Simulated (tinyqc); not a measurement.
A ladder of methods, and size consistency: correlation methods against full CI in the sto-3g basis, for H2, spin multiplicity 1. Computed by the program tinyqc with PySCF. Command: `OMP_NUM_THREADS=1 python tinyqc.py 114120 114121 out.jsonl`; one thread of a shared host (Intel(R) Xeon(R) Processor @ 2.60GHz), about 0.5 s.

Geometry (angstrom):
```
atom       x       y       z
H     0.0000  0.0000  0.0000
H     0.0000  0.0000  0.6870
```

RHF energy of one = -1.116820 hartree

All electrons correlated; +Q is the Davidson correction (1 - c0^2) E_corr. The last columns treat two copies 100 angstrom apart as one system. FCI is the lowest singlet.

Correlation energies (hartree):
```
method   E_corr of one  share of FCI (%)  E_corr of two at 100 angstrom  two minus twice one (mhartree)
MP2           -0.01195            65.232                       -0.02390                           0.000
CISD          -0.01832           100.000                       -0.03626                           0.375
CISD+Q        -0.01851           101.045                       -0.03700                           0.023
CCSD          -0.01832           100.000                       -0.03664                           0.000
CCSD(T)       -0.01832           100.000                       -0.03664                           0.000
FCI           -0.01832           100.000                              -                               -
```

MP2 recovers 65 %, CISD 100.0 % and CCSD 100.0 % of the FCI value (c0^2 = 0.990 in CISD). MP2 and coupled cluster are size consistent, so their last column vanishes; CISD loses 0.38 mhartree, since a double excitation on each copy is a quadruple of the pair, and the Davidson correction leaves +0.02. With two electrons, or one virtual orbital, CISD and CCSD are exact for one copy, so +Q overshoots there.
